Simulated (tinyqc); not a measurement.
Worked calculation: electron-beam lithography: double-Gaussian proximity function, edge placement and dose correction for parallel lines. Computed by tinyqc, a small Python program that keeps every step. Command: `OMP_NUM_THREADS=1 python tinyqc.py 3112397 3112398 out.jsonl proximity walk`. One thread of a shared host (Intel(R) Xeon(R) Processor @ 2.30GHz), about 0.01 s of CPU time with the checks. Intermediate numbers are printed to about 7 digits and carried at full precision; extremes and crossings named in words are read from the listed rows.

Lines are infinitely long. Absorbed energy is counted so that the middle of a very large area written at dose 1 receives 1; the resist develops where it exceeds 1/2.

Inputs (values chosen for the exercise, of the order of those for 50 keV electrons in resist on silicon): forward range alpha = 0.018 micrometre; backscatter range beta = 9 micrometre; backscatter ratio eta = 0.55; base dose D0 = 360 microcoulomb/cm^2; beam current = 2 nA; pixel size = 4 nm; width of the test line = 0.13 micrometre; pattern density around the test line = 0.67.

line widths (micrometre): [0.086, 0.037, 0.056, 0.086]

gaps between the lines (micrometre): [1.4, 0.89, 0.058]

Constants: e = 1.602176634e-19 C.

## Layout

The first line starts at x = 0; each next one starts after the width and the gap.

Lines (micrometre):
```
line  left edge  right edge  centre
1         0.000       0.086  0.0430
2         1.486       1.523  1.5045
3         2.413       2.469  2.4410
4         2.527       2.613  2.5700
```

## Interaction matrix

f(r) = [exp(-r^2/alpha^2)/alpha^2 + eta exp(-r^2/beta^2)/beta^2]/(pi (1 + eta)). A line from a to b at dose d gives E(x) = d [S(alpha) + eta S(beta)]/(1 + eta), S(s) = [erf((b - x)/s) - erf((a - x)/s)]/2. M_ij is the mean of E at the two edges of line i from line j at dose 1.

M, rows 1, 2, 3, 4:
$$\begin{pmatrix}
0.3244936 & 0.0008016 & 0.0011603 & 0.0017679 \\
0.0018632 & 0.3222265 & 0.0012322 & 0.0018863 \\
0.0017819 & 0.0008142 & 0.3238228 & 0.0019134 \\
0.0017679 & 0.0008116 & 0.0012462 & 0.3244936
\end{pmatrix}$$

## Dose correction

Uncorrected edge energies are M 1. Solve M d = 1/2 for the doses d that put the mean edge energy of every line at the threshold.

edge energies at dose 1: 1 0.3282234, 2 0.3272083, 3 0.3283322, 4 0.3283193

corrected doses: 1 1.523345, 2 1.528157, 3 1.522831, 4 1.522893

largest over smallest dose = 1.003497

Line 2 needs the most and line 3 the least; a narrow isolated line much wider than alpha would need 1 + eta = 1.55.

## Printed widths

Edges are the roots of E(x) = 1/2 between a line centre and the middle of the next gap. Three cases: dose 1 everywhere; one common dose equal to the mean of d; the corrected doses.

Width error, printed less drawn (nm):
```
line  drawn width (nm)     dose 1    mean dose  corrected
1                   86  -18.49532   0.02030893          0
2                   37  -19.89672  -0.08128017          0
3                   56  -18.49090   0.03107766          0
4                   86  -18.48308   0.02979478          0
```

With the common mean dose the errors span 0.1 nm. With corrected doses the largest error is below 0.01 nm.

## Dose to size and latitude

A test line of width w << beta in surroundings of density rho, all at dose d: near its edge E(x) = d [S + eta rho]/(1 + eta), S = [erf((b - x)/alpha) - erf((a - x)/alpha)]/2 for edges a and b, the second term being the background energy. Dose to size d_s = (1 + eta)/(erf(w/alpha) + 2 eta rho), dose = d_s D0; edge slope d [1 - exp(-w^2/alpha^2)]/(sqrt(pi) alpha (1 + eta)); width change per 1 % of dose = 2 x 0.01 x (1/2)/slope.

dose to size d_s = 0.8923431

dose = 321.2435 microcoulomb/cm^2

edge slope = 0.01804483 1/nm

width change per 1 % of dose = 0.5541754 nm

background energy = 0.2121474

The background supplies 42 % of the threshold.

## Shot noise and writing time

With dose = d_s D0: electrons per pixel N = dose x pixel area/e; relative noise 1/sqrt(N); time per cm^2 of pattern area = dose x density/current; pixel rate = current/(dose x pixel area).

electrons per pixel = 320.8071

shot noise = 5.583134 %

writing time per cm^2 = 29.89349 h

pixel rate = 38.91129 MHz

Checks made by the program: corrected edge energies (relative difference below 1e-10).
